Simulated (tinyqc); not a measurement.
Equilibrium and kinetic segregation of a solute to boundaries and growing surfaces. From coverage theta back to segregation energy Q. Computed by tinyqc, a small Python program. Command: `OMP_NUM_THREADS=1 python tinyqc.py 3013333 3013334 out.jsonl segreg inv`. One thread of a shared host (Intel(R) Xeon(R) Processor @ 2.30GHz), about 0.02 s of CPU time with the checks.

Inputs (values chosen for the exercise, for a model alloy):
```
quantity                               value  unit
interaction z w (positive attracts)   -0.001    eV
total solute fraction x0             0.00053     -
temperature T                            925     K
grain size d                            1400    nm
boundary thickness delta                0.36    nm
```

Isotherm: Fowler-Guggenheim.

Constants: k_B = 8.617333262e-05 eV/K.

Method. With theta the solute fraction on boundary sites and x that in the grains, theta/(1 - theta) = [x/(1 - x)] exp[(Q + z w theta)/(k_B T)]. Finite grains: boundary sites are the fraction f = 3 delta/d, and x0 = (1 - f) x + f theta; solve both equations for theta; share at boundaries = f theta/x0.

Task: A run gave the result below. Find the segregation energy Q, known to lie between 0.28 and 0.48 eV.

coverage theta = 0.03851541

Result:

Each step takes the trial c = (a f_b - b f_a)/(f_b - f_a), f being the result less the target and a, b, c the logarithms of the listed values; c replaces end b, the old b replaces a if the sign of f changed, and otherwise f_a is halved.

Scan of the range:
```
segregation energy Q (eV)  coverage theta
0.280                            0.017057
0.306                            0.023267
0.335                            0.032679
0.367                            0.047034
0.401                            0.068120
0.439                            0.100367
0.480                            0.146603
```

False position (Illinois rule, in the logarithm of the input) inside the bracket:
```
step     end a     end b     trial  coverage theta
1     0.335000  0.367000  0.347658       0.0378004
2     0.367000  0.347658  0.349119       0.0384360
3     0.367000  0.349119  0.349438       0.0385762
4     0.349119  0.349438  0.349300       0.0385153
5     0.349438  0.349300  0.349300       0.0385154
6     0.349438  0.349300  0.349300       0.0385154
7     0.349300  0.349300  0.349300       0.0385154
```

Coverage theta rises at every point of a 13-point scan of the range (every second point is shown), so one value fits; it is bracketed by 0.335 and 0.367. Answer: segregation energy Q = 0.3493 eV.
